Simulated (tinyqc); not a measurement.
Inside a calculation: standing waves and exposure in a photoresist film. Values are carried at full precision from step to step, so a last printed digit may differ when a step is redone from the rounded ones.

Normal incidence from air. Unexposed resist: N1 = n1 + i k1 with k1 = (A + B) lam/(4 pi), lam in micrometres. r01 = (1 - N1)/(1 + N1), t01 = 2/(1 + N1). Below the resist lie the layer Na = na + i ka and the substrate Ns = ns + i ks: r12 = (r1a + ras x)/(1 + r1a ras x), x = exp(4 pi i Na da/lam), r1a = (N1 - Na)/(N1 + Na), ras = (Na - Ns)/(Na + Ns). With p = exp(2 pi i N1 d/lam), the field at depth z is E(z) = t01 [exp(2 pi i N1 z/lam) + r12 p^2 exp(-2 pi i N1 z/lam)]/(1 + r01 r12 p^2), the relative intensity I(z) = n1 |E(z)|^2 and the reflectance R = |(r01 + r12 p^2)/(1 + r01 r12 p^2)|^2.

Parameters, chosen for this exercise (a resist on W, indices near tabulated ones; the results hold for these values, not for the real material): lam = 193 nm (vacuum wavelength); n1 = 1.685 (resist index); A = 0.09 1/micrometre (bleachable absorption (Dill A)); B = 0.64 1/micrometre (fixed absorption (Dill B)); d = 101 nm (resist thickness); ns = 1.287 (substrate n); ks = 2.986 (substrate k); na = 1.856 (n of the bottom antireflection layer); ka = 0.291 (its k); da = 74 nm (its thickness); C = 0.024 cm^2/mJ (exposure rate (Dill C)); D = 20 mJ/cm^2 (incident dose); Ld = 15 nm (diffusion length of the post-exposure bake).

## Interface coefficients

Form N1, r01, t01 and r12.

N1 = 1.68500+0.01121i
r01 = -0.2551-0.0031i
t01 = 0.7449-0.0031i
r12 = 0.0772-0.0030i
|r12|^2 = 0.0060

Next to the bottom the intensity swings by a factor ((1 + |r12|)/(1 - |r12|))^2 = 1.36 between antinode and node; without the layer |r12|^2 would be 0.5056.

## Round trip and reflectance

Form p^2, the denominator and R; the period of the standing wave is lam/(2 n1).

p^2 = 0.0791-0.9255i
1 + r01 r12 p^2 = 0.9989+0.0183i
R = 0.0691
period = 57.27 nm

The film holds 1.76 periods.

## Intensity and exposure over the lowest period

Nine depths from d - period to d. Without bleaching during the exposure the share of unexposed compound is m = exp(-C D I).

Profile:
```
z (nm)      I      m
43.7    1.047  0.605
50.9    0.999  0.619
58.0    0.898  0.650
65.2    0.799  0.681
72.4    0.759  0.695
79.5    0.798  0.682
86.7    0.890  0.652
93.8    0.978  0.625
101.0   1.010  0.616
```

I runs from 0.759 to 1.047 on these points, so m runs from 0.605 to 0.695; the least exposed point listed lies 28.6 nm above the bottom.

## Smoothing by the bake

Gaussian diffusion of length Ld multiplies a cosine of period L by exp(-2 pi^2 Ld^2/L^2). Give that factor, and the Ld that leaves 10 %.

factor = 0.258
Ld for 10 % = 19.56 nm

## Checks

- R against the transfer-matrix product: both 0.069127.

(tinyqc, `OMP_NUM_THREADS=1 python tinyqc.py 1681125 1681126 out.jsonl`, Intel(R) Xeon(R) Processor @ 2.30GHz, 1 thread, shared host, about 0.01 s.)
